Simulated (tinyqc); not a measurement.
Line constants from open and short measurements.

Question. A uniform line of length len, under a quarter wavelength, has Z_open = Zc coth(gamma len) and Z_short = Zc tanh(gamma len); gamma Zc = r + i w l and gamma/Zc = g + i w c, w = 2 pi f. Find r, l and c.

Values chosen for this exercise: length len = 0.76 mm; frequency f = 7.4 GHz.

Zin with the far end open = 3.54643-142.06841i ohm
Zin with the far end shorted = 8.7346656+8.4471833i ohm

Solution. The product of the two impedances is Zc^2 and their ratio tanh^2(gamma len); the principal branch holds below a quarter wavelength.

r = 11.1 ohm/mm
l = 0.239 nH/mm
c = 195 pF/m

Numbers from tinyqc (`OMP_NUM_THREADS=1 python tinyqc.py 2810145 2810146 out.jsonl`; about 0.01 s on one thread of a shared Intel Xeon 2.30GHz).
